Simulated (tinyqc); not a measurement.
# From level (+1/0) back to dielectric constant eps

Model: formation energy of a charged point defect from supercell energies. Computed by tinyqc, a small Python program. Command: `OMP_NUM_THREADS=1 python tinyqc.py 3023396 3023397 out.jsonl formation inv`. One thread of a shared host (Intel(R) Xeon(R) Processor @ 2.30GHz), about 0.02 s of CPU time with the checks.

The host is a compound AB. Making the defect adds n_A = -1, n_B = 0, n_X = 1 atoms to the cell. All total energies are inputs. E_F is counted from the valence-band maximum (VBM); x = 0 is A-rich and x = 1 B-rich growth.

Inputs (values chosen for the exercise, with gap and screening modelled on AlN):

| quantity | value | unit |
|---|---|---|
| E_VBM of the host cell | 2.711 | eV |
| potential alignment dV | -0.07 | eV |
| cell length L | 17.2 | angstrom |
| mu_A of the pure element | -3.939 | eV |
| formation enthalpy dH of AB | -5 | eV |
| growth condition x | 0.052 | - |
| mu_X of the pure element | -2.307 | eV |
| formation enthalpy of XB | -2.4 | eV |

Defect: impurity X on an A site. Supercell lattice: fcc.

charge states q: 1  0  -1  -2

E(defect, q) - E(host), in the order of q (eV): 4.504  8.047  11.379  17.017

Constants: e^2/(4 pi eps_0) = 14.39964548 eV angstrom.

Method:
- dmu_A = x dH and dmu_B = (1 - x) dH, so that dmu_A + dmu_B = dH; mu = mu(element) + dmu. The impurity is held at its solubility limit: dmu_X = min(0, dH(XB) - dmu_B).
- The reservoir term is sum n_i mu_i.
- Image-charge correction of a point charge in a neutralising background: E_corr = q^2 alpha e^2/(4 pi eps_0) / (2 eps L), alpha = 2.888282 for a fcc array with L the cube root of the volume.
- E_f(q, E_F) = [E(defect, q) - E(host)] - sum n_i mu_i + q (E_VBM + dV + E_F) + E_corr(q).
- eps(q/q-1) = E_f(q - 1, 0) - E_f(q, 0).

Question. A run gave the result below. Find the dielectric constant eps, known to lie between 5.9 and 12.

level (+1/0) = 0.76316 eV

Answer.

Each step takes the trial c = (a f_b - b f_a)/(f_b - f_a), f being the result less the target and a, b, c the logarithms of the listed values; c replaces end b, the old b replaces a if the sign of f changed, and otherwise f_a is halved.

Scan of the range:

| dielectric constant eps | level (+1/0) (eV) |
|---|---|
| 5.90 | 0.697082 |
| 6.64 | 0.719919 |
| 7.48 | 0.740367 |
| 8.41 | 0.758240 |
| 9.47 | 0.774332 |
| 10.70 | 0.789008 |
| 12.00 | 0.801248 |

False position (Illinois rule, in the logarithm of the input) inside the bracket:

| step | end a | end b | trial | level (+1/0) (eV) |
|---|---|---|---|---|
| 1 | 8.41000 | 9.47000 | 8.72083 | 0.763364 |
| 2 | 8.41000 | 8.72083 | 8.69660 | 0.762978 |
| 3 | 8.72083 | 8.69660 | 8.70801 | 0.763160 |
| 4 | 8.69660 | 8.70801 | 8.70800 | 0.763160 |

Level (+1/0) rises at every point of a 13-point scan of the range (every second point is shown), so one value fits; it is bracketed by 8.41 and 9.47. Answer: dielectric constant eps = 8.708.
